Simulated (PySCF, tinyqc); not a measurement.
Worked calculation: CIS on RHF in the 3-21g basis, for H3-, spin multiplicity 1. The basis has no diffuse functions, so it cannot describe the extra electron: this is an exercise in the method, not the real anion. The lowest restricted solution is unstable here: a spin-polarised one lies 0.0659 hartree lower (PySCF). One step of it, computed by the program tinyqc.

Problem. CIS matrix, triplets. A(ia,jb) = (e_a - e_i) d_ij d_ab - (ij|ab).

orbital energies (hartree): MO1 -0.420431, MO2 0.235313, MO3 0.500497, MO4 1.133203, MO5 1.672977, MO6 1.742798

Two-electron integrals over orbitals (pq|rs), unique and non-zero (hartree):
```
(11|11) 0.636606    (21|11) -0.001529   (21|21) 0.080222    (22|11) 0.451797
(22|21) 0.041096    (22|22) 0.430041    (31|31) 0.084117    (32|31) -0.029249
(32|32) 0.028630    (33|11) 0.451525    (33|21) -0.027224   (33|22) 0.354346
(33|33) 0.415291    (41|11) 0.146110    (41|21) -0.002518   (41|22) 0.050618
(41|33) 0.052402    (41|41) 0.088243    (42|11) -0.002996   (42|21) -0.019064
(42|22) -0.014045   (42|33) 0.007809    (42|41) -0.003673   (42|42) 0.033360
(43|31) -0.017260   (43|32) 0.008923    (43|43) 0.035577    (44|11) 0.509746
(44|21) -0.006713   (44|22) 0.389069    (44|33) 0.393763    (44|41) 0.093401
(44|42) -0.002137   (44|44) 0.438921    (51|31) -0.072134   (51|32) 0.024959
(51|43) -0.021824   (51|51) 0.108309    (52|31) 0.022083    (52|32) -0.004926
(52|43) 0.007020    (52|51) -0.033506   (52|52) 0.015906    (53|11) -0.138024
(53|21) 0.020999    (53|22) -0.053351   (53|33) -0.065502   (53|41) -0.067774
(53|42) 0.007298    (53|44) -0.089442   (53|53) 0.077628    (54|31) -0.082810
(54|32) 0.028586    (54|43) 0.001908    (54|51) 0.096070    (54|52) -0.029162
(54|54) 0.107393    (55|11) 0.619653    (55|21) -0.055909   (55|22) 0.405416
(55|33) 0.469874    (55|41) 0.159611    (55|42) -0.009872   (55|44) 0.510536
(55|53) -0.169441   (55|55) 0.705861    (61|11) 0.002759    (61|21) -0.063942
(61|22) -0.035118   (61|33) 0.023120    (61|41) 0.006523    (61|42) -0.016560
(61|44) 0.009335    (61|53) -0.030906   (61|55) 0.075126    (61|61) 0.090819
(62|11) -0.135202   (62|21) -0.032377   (62|22) -0.076510   (62|33) -0.053229
(62|41) -0.061719   (62|42) -0.006950   (62|44) -0.081583   (62|53) 0.041524
(62|55) -0.105285   (62|61) 0.045516    (62|62) 0.090667    (63|31) 0.023765
(63|32) -0.004985   (63|43) 0.005413    (63|51) -0.033270   (63|52) 0.014402
(63|54) -0.030292   (63|63) 0.016029    (64|11) 0.016445    (64|21) -0.069433
(64|22) -0.029863   (64|33) 0.029526    (64|41) 0.012156    (64|42) 0.007710
(64|44) 0.017963    (64|53) -0.030269   (64|55) 0.081696    (64|61) 0.071011
(64|62) 0.028393    (64|64) 0.077713    (65|31) -0.056637   (65|32) 0.027532
(65|43) -0.009235   (65|51) 0.078552    (65|52) -0.024630   (65|54) 0.076995
(65|63) -0.024562   (65|65) 0.065852    (66|11) 0.591759    (66|21) 0.083464
(66|22) 0.489296    (66|33) 0.395669    (66|41) 0.135020    (66|42) 0.000049
(66|44) 0.476132    (66|53) -0.099242   (66|55) 0.515570    (66|61) -0.100282
(66|62) -0.184525   (66|64) -0.077623   (66|66) 0.717408
```

Give: CIS matrix A, triplet.

Solution.

CIS matrix A, triplet (hartree):
```
         1>3      1>4      1>5      1>6      2>3     2>4      2>5      2>6
1>3   0.4694   0.0000   0.1380   0.0000   0.0272  0.0000  -0.0210   0.0000
1>4   0.0000   1.0439   0.0000  -0.0164   0.0000  0.0067   0.0000   0.0694
1>5   0.1380   0.0000   1.4738   0.0000  -0.0210  0.0000   0.0559   0.0000
1>6   0.0000  -0.0164   0.0000   1.5715   0.0000  0.0694   0.0000  -0.0835
2>3   0.0272   0.0000  -0.0210   0.0000  -0.0892  0.0000   0.0534   0.0000
2>4   0.0000   0.0067   0.0000   0.0694   0.0000  0.5088   0.0000   0.0299
2>5  -0.0210   0.0000   0.0559   0.0000   0.0534  0.0000   1.0322   0.0000
2>6   0.0000   0.0694   0.0000  -0.0835   0.0000  0.0299   0.0000   1.0182
```
